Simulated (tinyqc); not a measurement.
Avalanche multiplication and breakdown of a junction from ionisation integrals: one step, computed by the program tinyqc. Command: `OMP_NUM_THREADS=1 python tinyqc.py 3021941 3021942 out.jsonl impact walk`. One thread of a shared host (Intel(R) Xeon(R) Processor @ 2.30GHz), about 0.01 s of CPU time with the checks.

Ionisation coefficients follow the local field. Position x runs through the depletion layer from the p side (x = 0), where electrons enter, to the n side (x = w), where holes enter. The built-in voltage is neglected.

Question. Multiplication and noise. M_n = 1/(1 - I_n), M_p = M_n exp(-Phi(w)); McIntyre excess noise for the carrier with the larger M, F_x = k M + (1 - k)(2 - 1/M), with k = (smaller M - 1)/(larger M - 1).

Junction: p-i-n with uniform field.

Every 50th point:
```
x (micrometre)  F (MV/cm)  alpha_n (1/cm)  alpha_p (1/cm)        Phi  I_n up to x
0.0000          0.1702171        420.1802        7.115950  0.0000000    0.0000000
0.4875          0.1702171        420.1802        7.115950  0.0201369    0.0202789
0.9750          0.1702171        420.1802        7.115950  0.0402738    0.0401536
1.4625          0.1702171        420.1802        7.115950  0.0604106    0.0596320
1.9500          0.1702171        420.1802        7.115950  0.0805475    0.0787221
2.4375          0.1702171        420.1802        7.115950  0.1006844    0.0974317
2.9250          0.1702171        420.1802        7.115950  0.1208213    0.1157683
3.4125          0.1702171        420.1802        7.115950  0.1409582    0.1337393
3.9000          0.1702171        420.1802        7.115950  0.1610951    0.1513521
```

Give: M_n; M_p; effective k; excess noise factor.

Answer.

M_n = 1.1783

M_p = 1.0030

effective k = 0.016935

excess noise factor = 1.1518

Injecting electrons gives the larger gain and, at equal gain, the lower noise.
